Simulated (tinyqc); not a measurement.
What moves the results: delta-doped layer in the Thomas-Fermi potential. A value that a table varies takes the place of the one given here.

All donors ionised in the plane z = 0, zero temperature, energies from the Fermi level EF of the Thomas-Fermi model, which lies at the bulk band edge; c = hbar^2/2m0, q = e^2/(4 pi eps0). Layer in a (001) plane: two valleys with m_z = ml, m_d = mt (unprimed) and four with m_z = mt, m_d = sqrt(ml mt) (primed); m3 = (ml mt^2)^(1/3), gv = 6. With n = (gv/3 pi^2)(m3 (-V)/c)^(3/2) and V'' = -(4 pi q/eps) n for z > 0, the solution is V = -b/(|z| + z0)^4 with sqrt(b) = 20/K, K = (4 pi q/eps)(gv/3 pi^2)(m3/c)^(3/2), and z0^5 = 4b/(e F0), e F0 = 2 pi q N/eps; 1e13/cm^2 = 1e-3/angstrom^2. Exchange and correlation are left out.

Subbands solve -(c/m_z) psi'' + V psi = E psi on 1280 points of spacing z0/80; up to ten levels for each group, kept if bound with an rms width below 2.5 z0.

Constants: hbar^2/2m0 = 3.80998211 eV angstrom^2; e^2/(4 pi eps0) = 14.39964547 eV angstrom.

Values chosen for the exercise (near those of a delta-doped layer in Si; not measured data):
- ml = 0.943 m0 (longitudinal mass)
- mt = 0.185 m0 (transverse mass)
- eps = 11.7 (dielectric constant)
- Nl = (0.83, 1.7, 3.3, 5.8, 10, 17, 27) x 1e13/cm^2 (sheet densities)
- N = 8.3 x 1e13/cm^2 (donor sheet density)

## Doping density

The well, the lowest level and the filling anew; at zero temperature n_i = g m_d (mu - E_i)/(2 pi c), with mu fixed by sum n_i = N.

Results:
```
N (1e13/cm^2)  z0 (angstrom)  depth (eV)  lowest (eV)  next - lowest (eV)  occupied  share of lowest (%)
0.83                    33.7      0.0541      -0.0186              0.0099         2                 33.2
1.7                     29.2      0.0960      -0.0364              0.0182         3                 31.7
3.3                     25.6      0.1632      -0.0672              0.0318         3                 30.1
5.8                     22.8      0.2562      -0.1127              0.0505         3                 28.7
10                      20.5      0.3961      -0.1847              0.0787         3                 27.4
17                      18.4      0.6055      -0.2977              0.1204         4                 26.2
27                      16.8      0.8767      -0.4499              0.1737         4                 25.1
```

What can be read from the table?

The depth grows as N^(4/5) and z0 shrinks as N^(-1/5): factors 16.2 and 2.01 for 33 times the doping. The lowest level deepens faster, with exponent 0.91, since the zero-point energy takes a smaller share of a deeper well (66 % falling to 49 %). The number of occupied subbands is 2 in the first row and 4 in the last. Depths beyond about 0.5 eV stretch parabolic valleys past their range. Up to N = 0.83 the donor spacing exceeds 1.5 Bohr radii (one radius, a0 eps/m with the density-of-states mass, is 19 angstrom), where a uniform sheet is a crude picture of discrete donors (beyond about three radii electrons stay on single donors).

## What each parameter does

z0, depth, lowest level and its rms width. Each row changes one parameter from the base and keeps the others.

Results:
```
case                  z0 (angstrom)  depth (eV)  lowest (eV)  rms z (angstrom)
base                          21.27      0.3412      -0.1560              5.21
N = 4.98 x 1e13/cm^2          23.55      0.2268      -0.0981              6.39
eps = 10.5                    19.93      0.3563      -0.1592              5.10
ml = 1.084 m0                 20.68      0.3318      -0.1540              4.94
mt = 0.157 m0                 22.71      0.3644      -0.1752              5.07
```

What does this show?

The largest shifts from the base row, up to three for each result and ties (the steps differ in size, so this ranks the rows, not the parameters). z0 (angstrom): N +2.29, mt +1.44, eps -1.34. depth (eV): N -0.1145, mt +0.0232, eps +0.0151. lowest (eV): N +0.0580, mt -0.0192, eps -0.0032. rms z (angstrom): N +1.17, ml -0.28, mt -0.15.

Run: tinyqc, `OMP_NUM_THREADS=1 python tinyqc.py 1250602 1250603 out.jsonl`; Intel(R) Xeon(R) Processor @ 2.30GHz, one thread, shared host; about 0.1 s of CPU time with all checks.
